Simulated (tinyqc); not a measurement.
Floating body of a partially depleted SOI transistor: body voltage and kink: one step of the calculation.

Source at 0 V. Channel current Ic = 2 nf K Vt^2 [F(0) - F(Vd)](1 + la Vd), F(V) = ln^2(1 + exp((Vg - VT - nf V)/(2 nf Vt))), VT = VT0 - gb Vb. Saturation voltage Vs = 2 Vt sqrt(F(0)) + 3 Vt, excess Ve = (Vd - Vs + sqrt((Vd - Vs)^2 + 0.0004 V^2))/2, multiplication M1 = Ai Ve exp(-Bl/Ve). Each junction passes D(v) = J1 (exp(v/Vt) - 1) + J2 (exp(v/(2 Vt)) - 1). Bipolar current Ib = bb J1 (exp(Vb/Vt) - 1). The body settles where M1 (Ic + Ib) = D(Vb) + D(Vb - Vd) + Vb/Rb; drain current Id = (1 + M1)(Ic + Ib) - D(Vb - Vd).

Task. Drain current with floating and with grounded body. Id and VT at the converged Vb, Id at Vb = 0, their ratio, and the bipolar share Ib/(Ic + Ib).

Inputs (values chosen for the exercise); values of the order met in partially depleted silicon-on-insulator transistors:
- T = 358 K (temperature)
- VT0 = 0.4 V (threshold at zero body voltage)
- gb = 0.23 (fall of the threshold per volt of body voltage)
- nf = 1.33 (slope factor)
- K = 140 uA/(V^2 um) (gain factor per width)
- la = 0.08 1/V (channel-length modulation factor)
- Ai = 1.2 1/V (impact-ionisation prefactor)
- Bl = 7 V (impact-ionisation voltage)
- J1 = 2.4e-11 uA/um (diffusion saturation current of each junction)
- J2 = 1.5e-8 uA/um (recombination saturation current of each junction)
- bb = 3 (gain of the lateral bipolar transistor on the diffusion current)
- Rb = 1e9 kohm um (resistance of a weak body tie to the source (1e9 stands for no tie, and the term is then dropped))
- Vg = 0.94 V (gate voltage)
- Vd = 1.3 V (drain voltage)

Constants: q = 1.602176634e-19 C, kB = 1.380649e-23 J/K, Vt = kB T/q. Results are converted to the units shown.

converged Vb = 0.54156347 V

Give: VT; Id, floating; Id, grounded; ratio; bipolar share.

Result.

VT = 0.2754 V
Id, floating = 25.67 uA/um
Id, grounded = 16.95 uA/um
ratio = 1.514
bipolar share = 0.01180 %

The body rises to 0.542 V and lowers the threshold by 125 mV.

Range of the model: The multiplication law is an empirical form chosen for the exercise; self-heating and capacitive coupling to the body are left out, and the linear laws are rough once Vb passes about 0.7 V or M1 about 0.1.

tinyqc, about 0.2 s, one thread, Intel Xeon 2.30GHz (shared host): `OMP_NUM_THREADS=1 python tinyqc.py 2182246 2182247 out.jsonl`
